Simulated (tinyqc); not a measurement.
Comparisons within one model: round or elliptic silicon nanowire with anisotropic valleys (Ritz method). A value that a table varies takes the place of the one given here.

Wire along x = [110] on a (001) wafer, y = [-110], z = [001]. Valley groups (w = inverse masses): A, two valleys along z: w_y = 1/mt, w_z = 1/ml, m_x = mt; B, four valleys in the wafer plane: w_y = (1/ml + 1/mt)/2, w_z = 1/mt, m_x = (ml + mt)/2.

Hard wall on the ellipse (y/a)^2 + (z/b)^2 = 1, c = hbar^2/2m0. With u = y/a, v = z/b the operator is -c [(w_y/a^2) d2/du2 + (w_z/b^2) d2/dv2] on the unit disc. Basis (1 - u^2 - v^2) u^i v^j; S, X and Y are the disc integrals of f f', (df/du)(df'/du) and (df/dv)(df'/dv), from the integral of u^p v^q = 2 Gamma((p+1)/2) Gamma((q+1)/2)/((p + q + 2) Gamma((p+q+2)/2)) for even p, q; H = c (w_y X/a^2 + w_z Y/b^2).

Converged values use 21 functions of each parity class (e or o in u, then in v).

Constants: hbar^2/2m0 = 3.80998211 eV angstrom^2.

Values chosen for the exercise (near those of a Si nanowire; the results hold for these values, not for the real material):

| symbol | value | unit | meaning |
|---|---|---|---|
| ml | 0.928 | m0 | longitudinal mass |
| mt | 0.193 | m0 | transverse mass |
| a | 21 | angstrom | semi-axis along y |
| b | 32 | angstrom | semi-axis along z |
| asp | (0.4, 0.6, 0.8, 1, 1.3, 1.8, 2.5) |  | ratios a/b |
| area | 21.1 | nm^2 | cross-section, kept fixed |
| hw | 1 |  | height over mean width |

## Size of the basis

Lowest level of each group with 1, 3, 6 and 21 even functions.

Levels (meV):

| functions | A | B |
|---|---|---|
| 1 | 146.32 | 138.94 |
| 3 | 136.06 | 133.84 |
| 6 | 135.58 | 133.82 |
| 21 | 135.57 | 133.82 |

How do the results move?

One function errs by 7.9 % for A and 3.8 % for B, six by 0.01 and 2.9e-05 meV. The error grows with the axis ratio of the stretched ellipse (3.34, 1.18); for a circle it is 6/5.783 - 1 = 3.7 %.

## Flattening the wire at fixed area

a = sqrt(area x ratio/pi), b = a/ratio, 1 nm^2 = 100 angstrom^2; lowest level of each group.

Levels (eV):

| a/b | a (angstrom) | b (angstrom) | A | B |
|---|---|---|---|---|
| 0.4 | 16.4 | 41.0 | 0.2046 | 0.1604 |
| 0.6 | 20.1 | 33.5 | 0.1455 | 0.1363 |
| 0.8 | 23.2 | 29.0 | 0.1170 | 0.1322 |
| 1.0 | 25.9 | 25.9 | 0.1009 | 0.1361 |
| 1.3 | 29.5 | 22.7 | 0.0877 | 0.1489 |
| 1.8 | 34.8 | 19.3 | 0.0789 | 0.1780 |
| 2.5 | 41.0 | 16.4 | 0.0781 | 0.2245 |

How do the results move?

Each group is lowest where its stretched ellipse is a circle, at a/b = sqrt(w_y/w_z): 2.19 for A and 0.78 for B. The lowest group is B in the first row and A in the last, crossing between a/b = 0.6 and 0.8; B - A is -44 meV in the first row and +146 meV in the last.

## Shape of the cross-section

Equal area, hard walls, lowest level of -c (w_y d2/dy2 + w_z d2/dz2), c = hbar^2/2m0. Rectangle W x H with H/W = hw; ellipse with b/a = hw; trapezoid of height H, base W/0.8 and top 0.6 of the base; isosceles triangle of height H and base 2W. Ellipse, trapezoid and triangle by converged Ritz bases; 1 nm^2 = 100 angstrom^2.

Levels:

| shape | A (eV) | B (eV) | B - A (meV) |
|---|---|---|---|
| rectangle | 0.1115 | 0.1481 | 36.6 |
| ellipse | 0.1009 | 0.1361 | 35.2 |
| trapezoid | 0.1097 | 0.1510 | 41.3 |
| triangle | 0.0986 | 0.1960 | 97.4 |

W = 45.9 angstrom
H = 45.9 angstrom

What can be read from the table?

For group A the order is triangle, ellipse, trapezoid, rectangle, spanning 13 %. For group B the order is ellipse, rectangle, trapezoid, triangle, spanning 44 %. The ellipse lies below the rectangle for both groups, since corners hold little of the wave function. The triangle is lowest for A, whose light mass lies across the width and gains from the wide base. The spacing B - A of the valley groups runs from 35 to 97 meV.

## What each parameter does

Lowest level of groups A and B. Each row changes one parameter from the base and keeps the others.

Results:

| case | A (eV) | B (eV) | B - A (meV) |
|---|---|---|---|
| base | 0.1356 | 0.1338 | -1.7 |
| a = 24 angstrom | 0.1072 | 0.1156 | 8.4 |
| b = 30 angstrom | 0.1376 | 0.1416 | 3.9 |
| ml = 1.039 m0 | 0.1339 | 0.1324 | -1.5 |
| mt = 0.212 m0 | 0.1248 | 0.1230 | -1.7 |

What does this show?

The largest shifts from the base row, up to three for each result and ties (the steps differ in size, so this ranks the rows, not the parameters). A (eV): a -0.0283, mt -0.0108, b +0.0021. B (eV): a -0.0182, mt -0.0108, b +0.0077. B - A (meV): a +10.1, b +5.7, ml +0.2; unchanged at the printed digits by mt.

tinyqc: `OMP_NUM_THREADS=1 python tinyqc.py 1281593 1281594 out.jsonl`; about 0.06 s, one thread, shared Intel(R) Xeon(R) Processor @ 2.30GHz.
